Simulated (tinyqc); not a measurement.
Grain growth, pinning, strength and diffusional creep of a polycrystal or thin film: one step, computed by the program tinyqc.

One mean grain size d describes the structure.

Question. Diffusional creep at T_c. Nabarro-Herring rate = 14 sigma Omega D_l/(k_B T d^2), D_l = D0 exp(-Q_l/(k_B T)); Coble rate = 14 pi sigma Omega delta D_b/(k_B T d^3), delta D_b = delta D0b exp(-Q_b/(k_B T)); they are equal at d_x = pi delta D_b/D_l.

Inputs (values chosen for the exercise, modelled on copper):
```
quantity                         value        unit
atomic volume Omega              11.81  angstrom^3
anneal temperature T               475           K
lattice diffusion energy Q_l      2.07          eV
boundary diffusion energy Q_b    0.947          eV
lattice prefactor D0           0.00012       m^2/s
boundary prefactor delta D0b   1.1e-15       m^3/s
applied stress sigma                67         MPa
service temperature T_c            537           K
```

grain size d = 151.0034 nm

Constants: k_B = 1.380649e-23 J/K; k_B = 8.617333262e-05 eV/K.

Give: Nabarro-Herring rate; Coble rate; crossover size d_x; time to 1 % strain.

Answer.

Nabarro-Herring rate = 2.941e-10 1/s

Coble rate = 0.001942 1/s

crossover size d_x = 9.972e+05 micrometre

time to 1 % strain = 5.148 s

Boundary diffusion carries the creep, by a factor 6.6e6. Caution: sigma Omega is not small against k_B T, as the linear creep laws assume. Caution: T_c is above the anneal temperature, so the grains would go on growing in service.
